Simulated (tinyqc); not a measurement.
# Channel mobility from two channel lengths

Question. Two power MOSFETs differ only in channel length: R_on = R_rest + Lc (Wp + a)/(2 mch Cox Vov), Cox = 3.9 eps0/tox. Find mch and R_rest.

Inputs (values chosen for the exercise):
- tox = 78 nm (gate oxide thickness (eps_r 3.9))
- Vov = 11 V (gate overdrive)
- Wp = 2.2 um (width of the p body in one cell, channels included)
- a = 2.9 um (gap between neighbouring p bodies)

Constants: eps0 = 8.8541878128e-14 F/cm where lengths are in cm. Results are converted to the units shown.

R_on at Lc = 0.22 and 0.68 um (mohm cm^2): 3.8291421  4.5173482

Answer. R_on is a straight line in Lc; its slope gives mch and its intercept the rest.

mch = 35.0 cm^2/(V s)
R_rest = 3.50 mohm cm^2

tinyqc, about 0.01 s, one thread, Intel Xeon 2.30GHz (shared host): `OMP_NUM_THREADS=1 python tinyqc.py 2230128 2230129 out.jsonl`
